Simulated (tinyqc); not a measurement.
On-chip interconnect, size-dependent resistivity and RC delay: one step of the calculation.

A rectangular line between two neighbours and two ground planes. Surface and grain-boundary scattering are added to the bulk resistivity as corrections; capacitances are parallel-plate values without fringing; inductance is ignored.

Task. Resistivity, resistance and capacitance per length. Metal width x = wd - 2 tl, height y = AR wd - tl; grain boundaries (Mayadas-Shatzkes): al = (lam/(gr x)) Rg/(1 - Rg), g = 1/[1 - 3 al/2 + 3 al^2 - 3 al^3 ln(1 + 1/al)] - 1; surfaces (Fuchs-Sondheimer, thick limit): s = (3/8) lam (1 - ps)(1/x + 1/y); rho = rho0 (1 + g + s); r = rho/(x y); c = eps0 ek (2 wd/hd + 2 Mf AR wd/sp).

Parameters, values chosen for the exercise; metal values close to those of copper: bulk resistivity rho0 = 1.7 uohm cm; bulk mean free path lam = 39 nm; specular share of surface scattering ps = 0; reflection coefficient of grain boundaries Rg = 0.39; grain size over the metal width gr = 1; drawn line width wd = 17 nm; aspect ratio, height over width AR = 1.4; liner on both walls and the bottom, not conducting tl = 2.5 nm; space to the neighbouring lines sp = 26 nm; dielectric height to the planes above and below hd = 39 nm; relative permittivity of the dielectric ek = 4.2; Miller factor of the neighbours Mf = 0.

Constants: eps0 = 8.8541878128e-12 F/m. Results are converted to the units shown.

Find: x; y; al; g; s; rho; r; c.

Result.

x = 12.000 nm
y = 21.300 nm
al = 2.0779
g = 2.8239
s = 1.9054
rho = 9.7398 uohm cm
r = 381.06 ohm/um
c = 0.032420 fF/um

Range of the model: The metal width is under the mean free path, where the thick-limit surface term and the simple sum of corrections lose accuracy.

tinyqc, about 0.01 s, one thread, Intel Xeon 2.30GHz (shared host): `OMP_NUM_THREADS=1 python tinyqc.py 2100169 2100170 out.jsonl`
